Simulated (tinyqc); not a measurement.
Spin coating of a resist or spin-on film: centrifugal thinning, evaporation and the final thickness (Emslie and Meyerhofer models): one step, computed by the program tinyqc. Command: `OMP_NUM_THREADS=1 python tinyqc.py 3113840 3113841 out.jsonl spincoat walk`. One thread of a shared host (Intel(R) Xeon(R) Processor @ 2.30GHz), about 0.1 s of CPU time with the checks.

A Newtonian film stays uniform over the wafer; solvent and solids have the same density and the concentration is uniform through the thickness.

Problem. First explicit step of the full model. omega = 2 pi f/60; nu(c) = nu_s + k c^gamma; evaporation rate e = e0 sqrt(f/1000 rpm). Solids s and liquid l per area start at s = c0 h0, l = (1 - c0) h0. With h = h0 and c = c0: Q = K h^3, K = 2 omega^2/(3 nu); one Euler step of length dt = 0.01 h0/Q for s and l, ds/dt = -c Q, dl/dt = -(1 - c) Q - e.

Inputs (values chosen for the exercise, of the order of those of a polymer resist in an ester solvent): solids volume fraction c0 = 0.16; starting thickness h0 = 500 micrometre.

flow constant K = 0.003626027 1/(micrometre^2 s)

evaporation rate e = 0.06613622 micrometre/s

Give: Q; dt; s; l; Q/e at the start.

Solution.

Q = 4.533e+05 micrometre/s

dt = 1.103e-05 s

s = 79.2 micrometre

l = 415.8 micrometre

Q/e at the start = 6.853e+06
